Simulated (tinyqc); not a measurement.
Monte Carlo simulation of one carrier in a uniform electric field: one step, computed by the program tinyqc.

The force e F acts along +z. Flights end at the constant total rate Gamma; the part of Gamma that the real rates do not fill is self-scattering, which leaves k unchanged. One valley, no impurities and no intervalley scattering.

Question. Flight 1. Kane band: hbar^2 k^2/(2 m) = E (1 + alpha E), speed v = hbar k/(m (1 + 2 alpha E)), states per spin, volume and energy g(E) = m k (1 + 2 alpha E)/(2 pi^2 hbar^2); overlap factors are set to 1. Masses are multiplied by m_0 and all formulas are in SI units. Flight: t = -ln(r1)/Gamma; k_z grows by e F t/hbar; E follows from the band; dz = (E_end - E_start)/(e F). Use row 1 of the random numbers.

Inputs (values chosen for the exercise, for a model polar semiconductor):
```
quantity                value   unit
effective mass m         0.44    m_0
non-parabolicity alpha   0.13   1/eV
lattice temperature T     250      K
electric field F          5.1  kV/cm
```

Crystal: polar. Band: Kane.

starting wave vector (1/nm): 0.049  -0.29  0.29

Random numbers (0.02 to 0.98, from up to 60 sets tried for early real events), one row a flight:
```
       r1      r2      r3      r4
1  0.9010  0.0213  0.3805  0.2664
2  0.0665  0.3027  0.0611  0.3982
3  0.3836  0.9555  0.1376  0.8156
4  0.5406  0.5434  0.0279  0.3299
5  0.5000  0.6945  0.0949  0.0313
6  0.1005  0.6025  0.7873  0.2526
7  0.9283  0.0248  0.0938  0.5199
```

Gamma = 81.80916 1e12/s

Constants: e = 1.602176634e-19 C; hbar = 1.054571817e-34 J s; m_0 = 9.1093837015e-31 kg.

Give: flight time t; k at the end of the flight; energy at the end; displacement dz.

Answer.

flight time t = 1.2743 fs

k at the end of the flight (1/nm): 0.04900  -0.29000  0.29099

energy at the end = 14.794 meV

displacement dz = 0.097024 nm
